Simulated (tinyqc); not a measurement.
Localisation in a chain with random site energies (transfer matrices), step by step. Values are carried at full precision from step to step, so a last printed digit may differ when a step is redone from the rounded ones.

Hopping -t; leads with site energy 0, E = -2t cos(ka). psi_(j+1) = ((e_j - E)/t) psi_j - psi_(j-1), a product of matrices M_j = [[(e_j - E)/t, -1], [1, 0]]. For M = M_N ... M_1 the transmission is T = 4 sin^2(ka)/|M21 - M12 + M22 exp(ika) - M11 exp(-ika)|^2. Long samples draw e_j = W (x_j/2147483647 - 1/2) from x_j = 16807 x_(j-1) mod 2147483647, starting at x0. The localisation length xi, in sites, is defined by ln T = -2N/xi on average; weak disorder gives xi = 24 (4t^2 - E^2)/W^2, and the mean free path for backscattering is xi/2.

Values chosen for the exercise:
```
symbol  value                                unit      meaning
t       1.72                                 eV        hopping
E       -2.4                                 eV        energy
e       (0.42, 0.7, 0.32, 0.19, 0.9, -0.21)  eV        site energies of the short sample
W       2.07                                 eV        full width of the disorder
a       4                                    angstrom  spacing
```

## The product of transfer matrices

Multiply site by site and give T for each length.

Running product:
```
j,(e_j - E)/t,M11,M12,M21,M22,T
1,1.6395,1.6395,-1.0000,1.0000,0.0000,0.9718
2,1.8023,1.9550,-1.8023,1.6395,-1.0000,0.8651
3,1.5814,1.4521,-1.8502,1.9550,-1.8023,0.8490
4,1.5058,0.2315,-0.9837,1.4521,-1.8502,0.8881
5,1.9186,-1.0078,-0.0372,0.2315,-0.9837,0.9697
6,1.2733,-1.5147,0.9364,-1.0078,-0.0372,0.9916
```

T is 0.9916 for the whole sample and does not fall steadily (it rises at j = 4, 5 and 6): reflected waves interfere. The determinant of M stays 1.

## The same sites added without interference

One site alone reflects R_j = e_j^2/(e_j^2 + 4t^2 - E^2); incoherent addition sums R/(1 - R), and T = 1/(1 + sum).

R_j: 0.0282  0.0747  0.0166  0.0059  0.1177  0.0072

sum of R/(1 - R) = 0.2731
T without interference = 0.7855

The coherent product gives 0.9916 for this sample.

## Weak-disorder lengths

Form ka, xi, xi a and the mean free path xi a/2.

ka = 0.7987 rad
xi = 34.02 sites

lengths (nm): localisation 13.607, mean free path 6.804

The formula needs xi well above one site.

## Checks

- T from the product against the Green function: both 0.99165.

Program tinyqc; command `OMP_NUM_THREADS=1 python tinyqc.py 1481643 1481644 out.jsonl`; about 0.09 s on one thread of a shared Intel(R) Xeon(R) Processor @ 2.30GHz.
